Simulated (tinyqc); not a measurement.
## Trap density from one capacitance

Question. Traps spread evenly through the insulator exchange electrons with the semiconductor by tunnelling, with tau(x) = t0 exp(2 ka x) at depth x from the interface. The admittance per area Y seen at depth x obeys dY/dx = -Y^2/(i w eps0 eox) + q Nb ln(1 + i w tau)/tau, with Y(0) = i w Cs and w = 2 pi f; the gate sees Y(tox) = G + i w C. Working variable y = Y/(i w), in uF/cm^2. Cox = eps0 eox/tox. Find Nb and G/w.

Inputs (values chosen for the exercise): relative permittivity of the insulator eox = 8.56; insulator thickness tox = 10 nm; semiconductor capacitance in accumulation Cs = 0.88 uF/cm^2; decay constant of the wave function in the insulator ka = 5.7 1/nm; time constant of a trap at the interface t0 = 1e-10 s; frequency f = 1e6 Hz.

Constants: q = 1.602176634e-19 C, eps0 = 8.8541878128e-14 F/cm where lengths are in cm. Results are converted to the units shown.

C = 0.52142185 uF/cm^2

Solution. C rises steadily with Nb, so one density matches; in practice ka and t0 must come from the frequency dependence.

Nb = 5.800e19 cm^-3 eV^-1
G/w = 0.01694 uF/cm^2

tinyqc, about 0.6 s, one thread, Intel Xeon 2.30GHz (shared host): `OMP_NUM_THREADS=1 python tinyqc.py 2202189 2202190 out.jsonl`
